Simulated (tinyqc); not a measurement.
# Octagonal on-chip spiral inductor, lumped pi model: quality factor against frequency

Outer diameter do = di + 2 n wd + 2 (n - 1) sp, mean da = (do + di)/2, fill p = (do - di)/(do + di), length l = 3.314 n da. L = 2.25 mu0 n^2 da/(1 + 3.55 p), mu0 = 4 pi 1e-7 H/m. Rs = rho l/(wd delta (1 - exp(-th/delta))), delta = sqrt(rho/(pi f mu0)). Cs = n wd^2 eps0 eo/hu across the coil. At each end Cox = l wd eps0 eo/(2 ho) leads to the substrate branch Rsi = 2 rs he/(l wd) in parallel with Csi = l wd eps0 11.7/(2 he). With one end grounded Y = 1/(Rs + i w L) + i w Cs + 1/[1/(i w Cox) + 1/(1/Rsi + i w Csi)], w = 2 pi f; Q = -Im Y/Re Y. Eddy currents in neighbouring turns and in the substrate are left out.

Apparent inductance Im(1/Y)/w; share of the loss Re(substrate branch)/Re Y.

Inputs (values chosen for the exercise); values of the order met in silicon radio-frequency processes: number of turns n = 1.5; line width wd = 15 um; space between turns sp = 2 um; inner diameter di = 80 um; metal thickness th = 2 um; metal resistivity rho = 2.2 uohm cm; oxide below the coil ho = 9.8 um; oxide between coil and underpass hu = 1.1 um; relative permittivity of the oxide eo = 4.1; substrate resistivity rs = 100 ohm cm; effective spreading depth in the substrate he = 50 um.

Constants: eps0 = 8.8541878128e-12 F/m. Results are converted to the units shown.

Quality factor against frequency:

| f (GHz) | Rs (ohm) | w L/Rs | Q | apparent inductance (nH) | loss in the substrate (%) |
|---|---|---|---|---|---|
| 1.1 | 0.5694 | 4.425 | 4.422 | 0.3647 | 0.02973 |
| 1.8 | 0.6315 | 6.529 | 6.519 | 0.3648 | 0.07990 |
| 2.9 | 0.7128 | 9.320 | 9.283 | 0.3653 | 0.1915 |
| 4.8 | 0.8300 | 13.25 | 13.11 | 0.3665 | 0.4568 |
| 7.8 | 0.9852 | 18.14 | 17.69 | 0.3698 | 1.016 |
| 13 | 1.210 | 24.62 | 23.11 | 0.3796 | 2.274 |
| 21 | 1.496 | 32.16 | 27.49 | 0.4065 | 4.682 |
| 34 | 1.877 | 41.49 | 27.44 | 0.4996 | 9.304 |
| 56 | 2.396 | 53.53 | 11.67 | 1.363 | 17.90 |

Read the table: what changes, and by how much?

Q goes from 4.42 through a maximum of 27.5 (at f = 21 GHz among the rows listed) to 11.7; the exact peak is 28.4 at 27.3 GHz and Q reaches zero at the self-resonance, 65.3 GHz. The share of the substrate rises from 0.0297 to 17.9 %, and the apparent inductance ends at 3.74 times L. At the peak the substrate takes 6.84 % of the loss. For f = 56 the coil is longer than 0.15 of a wavelength in the oxide, where one lumped section is rough.

Program tinyqc, `OMP_NUM_THREADS=1 python tinyqc.py 2302020 2302021 out.jsonl`; Intel Xeon 2.30GHz, shared host, one thread, about 0.01 s.
